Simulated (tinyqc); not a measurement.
Two-step dopant diffusion (predeposition and drive-in) with a constant diffusivity: one step, computed by the program tinyqc.

Fick diffusion into a half space x > 0 whose background doping C_B is of the opposite type, so that a junction lies where C = C_B.

Task: Exact junction depth. Exact two-step profile: C = (2 C_s/pi) int_0^alpha exp(-beta (1 + u^2))/(1 + u^2) du with alpha = sqrt(D1 t1/(Dt)2), beta = x^2/(4 (D1 t1 + (Dt)2)). The integral takes 48 Gauss-Legendre points; solve C(x) = C_B.

Inputs (values chosen for the exercise, modelled on boron in silicon):
```
quantity                        value    unit
surface concentration C_s     1.1e+19  1/cm^3
background doping C_B         2.2e+14  1/cm^3
predeposition temperature T1      900       C
drive-in temperature T2          1200       C
```

product D1 t1 = 1.650573e-12 cm^2

drive-in budget (Dt)2 = 1.828532e-09 cm^2

Give: exact junction depth.

Result:

exact junction depth = 2.241 um
